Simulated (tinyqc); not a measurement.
LDA (VWN5) atom on a uniform radial grid, spin-unpolarised, for O, step by step. Computed by tinyqc, a small Python program that keeps every step. Settings: Z = 8, points = 256, R = 11.3, functional = lda,vwn, mixing = 0.4, iteration cap = 72. Command: `OMP_NUM_THREADS=1 python tinyqc.py 26152 26153 out.jsonl` (the two numbers bound the seeds that draw the settings). One thread of a shared host (Intel(R) Xeon(R) Processor @ 2.60GHz), about 1 s of CPU time with the checks. Later iterations appear only in the table of the cycle.

## Iteration 1

Spherical atom on a uniform radial grid r_j = j h with h = R/(N + 1), h sum u^2 = 1 and integrals as h times sums, u(0) = u(R) = 0 (atomic units):

| parameter | value |
|---|---|
| Z | 8 |
| points N | 256 |
| R | 11.300000 |
| h | 0.043969 |
| mixing | 0.400000 |
| electrons in 1s | 2 |
| electrons in 2s | 2 |
| electrons in 2p | 4 |

Three-point differences turn -u''/2 + [l(l+1)/2r^2 - Z/r + V] u = e u into a tridiagonal matrix (diagonal 1/h^2 + potential, off-diagonal -1/2h^2). D = sum f u^2; the Hartree potential y/r solves y'' = -D/r with y(0) = 0, y(R) = N_e; v_xc comes from rho = D/(4 pi r^2); E = sum f e - int D V + int D (V_H/2 + eps_xc); V(new) = V + mixing (V_H + v_xc - V).

eigenvalues (hartree): 1s -31.067045, 2s -7.939074, 2p -8.021014

Every 16th grid point:

| r | V in | u(1s) | u(2s) | u(2p) | D | V_H | v_xc |
|---|---|---|---|---|---|---|---|
| 0.703502 | 0.000000 | 0.124118 | -1.222174 | 1.094013 | 7.805683 | 10.589489 | -1.144140 |
| 1.407004 | 0.000000 | 0.000996 | -0.381305 | 0.260511 | 0.562253 | 5.678038 | -0.328003 |
| 2.110506 | 0.000000 | 0.000006 | -0.056016 | 0.034999 | 0.011175 | 3.790504 | -0.079264 |
| 2.814008 | 0.000000 | 3.21e-08 | -0.006265 | 0.003720 | 0.000134 | 2.842920 | -0.017475 |
| 3.517510 | 0.000000 | 1.61e-10 | -0.000607 | 0.000348 | 1.22e-06 | 2.274336 | -0.003457 |
| 4.221012 | 0.000000 | 0 | -0.000054 | 0.000030 | 9.40e-09 | 1.895280 | -0.000631 |
| 4.924514 | 0.000000 | 0 | -4.50e-06 | 2.44e-06 | 6.44e-11 | 1.624526 | -0.000110 |
| 5.628016 | 0.000000 | 0 | -3.60e-07 | 1.91e-07 | 0 | 1.421460 | -0.000009 |
| 6.331518 | 0.000000 | 0.000000 | -2.79e-08 | 1.45e-08 | 0 | 1.263520 | 0.000000 |
| 7.035019 | 0.000000 | 0.000000 | -2.10e-09 | 1.07e-09 | 0 | 1.137168 | 0.000000 |
| 7.738521 | 0.000000 | 0.000000 | -1.55e-10 | 7.76e-11 | 0 | 1.033789 | 0.000000 |
| 8.442023 | 0.000000 | 0.000000 | -1.13e-11 | 0 | 0 | 0.947640 | 0.000000 |
| 9.145525 | 0.000000 | 0.000000 | 0 | 0 | 0 | 0.874745 | 0.000000 |
| 9.849027 | 0.000000 | 0.000000 | 0 | 0 | 0 | 0.812263 | 0.000000 |
| 10.552529 | 0.000000 | 0.000000 | 0 | 0 | 0 | 0.758112 | 0.000000 |
| 11.256031 | 0.000000 | 0.000000 | 0 | 0 | 0 | 0.710730 | 0.000000 |

total energy = -64.27726872 hartree

## Iteration 2

As before.

eigenvalues (hartree): 1s -23.965068, 2s -4.253463, 2p -3.890088

Every 16th grid point:

| r | V in | u(1s) | u(2s) | u(2p) | D | V_H | v_xc |
|---|---|---|---|---|---|---|---|
| 0.703502 | 3.778140 | 0.153726 | -1.101470 | 1.073101 | 7.079919 | 9.915856 | -1.109289 |
| 1.407004 | 2.140014 | 0.001971 | -0.579786 | 0.483898 | 1.608940 | 5.640730 | -0.452698 |
| 2.110506 | 1.484496 | 0.000020 | -0.155169 | 0.133961 | 0.119936 | 3.789333 | -0.161016 |
| 2.814008 | 1.130178 | 1.94e-07 | -0.032908 | 0.030462 | 0.005878 | 2.842890 | -0.055079 |
| 3.517510 | 0.908352 | 1.77e-09 | -0.006199 | 0.006228 | 0.000232 | 2.274336 | -0.018043 |
| 4.221012 | 0.757860 | 1.56e-11 | -0.001086 | 0.001191 | 0.000008 | 1.895280 | -0.005615 |
| 4.924514 | 0.649766 | 0 | -0.000181 | 0.000217 | 2.54e-07 | 1.624526 | -0.001676 |
| 5.628016 | 0.568581 | 0 | -0.000029 | 0.000038 | 7.57e-09 | 1.421460 | -0.000487 |
| 6.331518 | 0.505408 | 0.000000 | -4.57e-06 | 0.000007 | 2.15e-10 | 1.263520 | -0.000139 |
| 7.035019 | 0.454867 | 0.000000 | -7.01e-07 | 1.11e-06 | 0 | 1.137168 | -0.000039 |
| 7.738521 | 0.413516 | 0.000000 | -1.06e-07 | 1.83e-07 | 0 | 1.033789 | 0.000000 |
| 8.442023 | 0.379056 | 0.000000 | -1.57e-08 | 2.99e-08 | 0 | 0.947640 | 0.000000 |
| 9.145525 | 0.349898 | 0.000000 | -2.31e-09 | 4.82e-09 | 0 | 0.874745 | 0.000000 |
| 9.849027 | 0.324905 | 0.000000 | -3.37e-10 | 7.69e-10 | 0 | 0.812263 | 0.000000 |
| 10.552529 | 0.303245 | 0.000000 | -4.78e-11 | 1.19e-10 | 0 | 0.758112 | 0.000000 |
| 11.256031 | 0.284292 | 0.000000 | 0 | 0 | 0 | 0.710730 | 0.000000 |

total energy = -70.08961322 hartree

## Iteration 3

As before.

eigenvalues (hartree): 1s -20.527850, 2s -2.472760, 2p -1.978895

Every 16th grid point:

| r | V in | u(1s) | u(2s) | u(2p) | D | V_H | v_xc |
|---|---|---|---|---|---|---|---|
| 0.703502 | 5.789511 | 0.169658 | -0.985753 | 0.974087 | 5.796366 | 9.268859 | -1.041225 |
| 1.407004 | 3.359221 | 0.002721 | -0.689019 | 0.630494 | 2.539599 | 5.555856 | -0.521209 |
| 2.110506 | 2.342024 | 0.000037 | -0.261561 | 0.269949 | 0.428318 | 3.782361 | -0.236126 |
| 2.814008 | 1.793231 | 4.70e-07 | -0.081406 | 0.098201 | 0.051828 | 2.842402 | -0.105512 |
| 3.517510 | 1.447528 | 5.81e-09 | -0.022981 | 0.032769 | 0.005351 | 2.274303 | -0.046841 |
| 4.221012 | 1.210582 | 7.05e-11 | -0.006123 | 0.010365 | 0.000505 | 1.895278 | -0.020484 |
| 4.924514 | 1.039000 | 0 | -0.001570 | 0.003160 | 0.000045 | 1.624526 | -0.008776 |
| 5.628016 | 0.909538 | 0 | -0.000391 | 0.000938 | 3.82e-06 | 1.421460 | -0.003688 |
| 6.331518 | 0.808597 | 0 | -0.000096 | 0.000273 | 3.15e-07 | 1.263520 | -0.001527 |
| 7.035019 | 0.727772 | 0 | -0.000023 | 0.000078 | 2.53e-08 | 1.137168 | -0.000625 |
| 7.738521 | 0.661625 | 0 | -0.000005 | 0.000022 | 1.99e-09 | 1.033789 | -0.000254 |
| 8.442023 | 0.606490 | 0 | -1.28e-06 | 0.000006 | 1.53e-10 | 0.947640 | -0.000103 |
| 9.145525 | 0.559837 | 0 | -2.97e-07 | 1.69e-06 | 1.16e-11 | 0.874745 | -0.000041 |
| 9.849027 | 0.519848 | 0 | -6.82e-08 | 4.62e-07 | 0 | 0.812263 | 0.000000 |
| 10.552529 | 0.485192 | 0 | -1.50e-08 | 1.18e-07 | 0 | 0.758112 | 0.000000 |
| 11.256031 | 0.454867 | 0 | -6.02e-10 | 5.15e-09 | 0 | 0.710730 | 0.000000 |

total energy = -72.05433277 hartree

## Convergence

Stop when input and output potentials agree to 1e-7.

Course of the cycle (hartree):

| iteration | E | e(1s) | e(2s) | e(2p) | largest \|V(out) - V(in)\| |
|---|---|---|---|---|---|
| 1 | -64.27726872 | -31.067045 | -7.939074 | -8.021014 | 2.14e+01 |
| 2 | -70.08961322 | -23.965068 | -4.253463 | -3.890088 | 1.03e+01 |
| 3 | -72.05433277 | -20.527850 | -2.472760 | -1.978895 | 4.60e+00 |
| 4 | -72.53157684 | -19.004892 | -1.629643 | -1.115521 | 1.89e+00 |
| 5 | -72.60688755 | -18.390648 | -1.238923 | -0.729016 | 7.71e-01 |
| 6 | -72.61586866 | -18.149794 | -1.054769 | -0.550133 | 3.50e-01 |
| 7 | -72.61747911 | -18.044742 | -0.961262 | -0.460013 | 1.83e-01 |
| 8 | -72.61797520 | -17.991049 | -0.910044 | -0.410790 | 1.03e-01 |
| 9 | -72.61814785 | -17.960801 | -0.880857 | -0.382756 | 6.04e-02 |
| 10 | -72.61820820 | -17.943098 | -0.863978 | -0.366537 | 3.56e-02 |
| 11 | -72.61822919 | -17.932603 | -0.854168 | -0.357104 | 2.10e-02 |
| ... | ... | ... | ... | ... | ... |
| 25 | -72.61824034 | -17.917156 | -0.840474 | -0.343904 | 1.31e-05 |
| 26 | -72.61824034 | -17.917151 | -0.840471 | -0.343901 | 7.70e-06 |
| 27 | -72.61824034 | -17.917149 | -0.840469 | -0.343900 | 4.53e-06 |
| 28 | -72.61824034 | -17.917147 | -0.840468 | -0.343899 | 2.66e-06 |
| 29 | -72.61824034 | -17.917146 | -0.840467 | -0.343898 | 1.56e-06 |
| 30 | -72.61824034 | -17.917146 | -0.840467 | -0.343898 | 9.18e-07 |
| 31 | -72.61824034 | -17.917146 | -0.840467 | -0.343898 | 5.39e-07 |
| 32 | -72.61824034 | -17.917145 | -0.840467 | -0.343897 | 3.16e-07 |
| 33 | -72.61824034 | -17.917145 | -0.840467 | -0.343897 | 1.85e-07 |
| 34 | -72.61824034 | -17.917145 | -0.840467 | -0.343897 | 1.08e-07 |
| 35 | -72.61824034 | -17.917145 | -0.840467 | -0.343897 | 6.34e-08 |

Converged in 35 iterations. A uniform grid resolves the cusp poorly: for a bare nucleus this grid gives 1s at -31.06705 against -Z^2/2 = -32 hartree. Before convergence this energy mixes input and output and is not variational, so it may rise towards its limit.
